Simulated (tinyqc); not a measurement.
Minority carriers and saturation current of a heavily doped emitter: one step of the calculation.

n-type, parabolic bands, full ionisation. eta = (EF - Ec)/kB T solves N = Nc F12(eta), F12(x) = (2/sqrt(pi)) int_0^infinity sqrt(u)/(1 + exp(u - x)) du. The gap shrinks rigidly by dEg = a3 y^(1/3) + a4 y^(1/4) + a2 y^(1/2), y = N/1e18 cm^-3, an empirical law that is here taken as the true narrowing.

Problem. Saturation current. 1/tau = Cn N^2 + 1/ts, D = mup Vt, L = sqrt(D tau); J0 = (q p0 D/L)(s + tanh(W/L))/(1 + s tanh(W/L)), s = S L/D; the share recombining inside is 1 - 1/[cosh(W/L)(1 + tanh(W/L)/s)].

Inputs (values chosen for the exercise); band and dielectric values close to those of germanium:
- T = 300 K (temperature)
- N = 1.4e19 cm^-3 (ionised donor density)
- mup = 190 cm^2/(V s) (minority-hole mobility)
- Cn = 3.3e-31 cm^6/s (Auger coefficient)
- ts = 8.4 us (defect lifetime)
- W = 510 nm (emitter width)
- S = 1900 cm/s (recombination velocity at the contact)

Constants: q = 1.602176634e-19 C, kB = 1.380649e-23 J/K, Vt = kB T/q. Results are converted to the units shown.

p0 = 1.2574188e8 cm^-3

Give: tau; L; s; J0; share recombining inside.

Solution.

tau = 15.432 ns
L = 2753.2 nm
s = 0.10650
J0 = 1.0211e8 fA/cm^2
share recombining inside = 63.853 %

Bulk and contact share the loss.

Range of the model: Band tails, non-parabolic bands and incomplete ionisation are left out.

Computed by the program tinyqc: `OMP_NUM_THREADS=1 python tinyqc.py 2330156 2330157 out.jsonl`, one thread of a shared Intel Xeon 2.30GHz, about 0.01 s for the whole run.
